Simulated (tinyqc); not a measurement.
MOS inversion layer, Poisson-Schroedinger loop: one step of the calculation.

Electrons confined at an insulator interface at z = 0, treated as a hard wall; parabolic valleys, Hartree approximation, no image or exchange terms. The depletion charge lies far deeper than the electrons and gives a uniform field q Nd/(eps0 eps_r); the gate balances all charge. Energies are counted from the band edge at the interface.

Problem. Closed-form estimates. Triangular well: E_k = a_k (C F^2/mz)^(1/3), a_1 = 2.338107, a_2 = 4.087949, C = hbar^2/(2 m0), F in eV/nm. Fang-Howard (all electrons in the lowest level of set A): b^3 = 6 (mz1/C) q (Nd + 11 Ns/32)/(eps0 eps_r), centroid 3/b, level C b^2/(4 mz1) + (3/b) q (Nd + 11 Ns/16)/(eps0 eps_r). Use F = q (Nd + Ns)/(eps0 eps_r), the surface field, and F = q (Nd + Ns/2)/(eps0 eps_r).

Inputs (values chosen for the exercise); masses and permittivity close to those of germanium (111): relative permittivity eps_r = 16.2; mass along z of valley set A (1 valley(s)) mz1 = 1.61 m0; sheet density of electrons Ns = 3.6e12 cm^-2; sheet density of depletion charge Nd = 1.1e11 cm^-2.

Constants: q = 1.602176634e-19 C, hbar = 1.054571817e-34 J s, m0 = 9.1093837015e-31 kg, eps0 = 8.8541878128e-14 F/cm where lengths are in cm, hbar^2/(2 m0) = 0.0380998212 eV nm^2. Results are converted to the units shown.

Give: A1 with the surface field; A1 with Nd + Ns/2; A2 with Nd + Ns/2; b; Fang-Howard centroid; Fang-Howard level.

Solution.

A1 with the surface field = 0.080385 eV
A1 with Nd + Ns/2 = 0.051636 eV
A2 with Nd + Ns/2 = 0.090280 eV
b = 1.5627 1/nm
Fang-Howard centroid = 1.9198 nm
Fang-Howard level = 0.069878 eV

Numbers from tinyqc (`OMP_NUM_THREADS=1 python tinyqc.py 2160069 2160070 out.jsonl`; about 1 s on one thread of a shared Intel Xeon 2.30GHz).
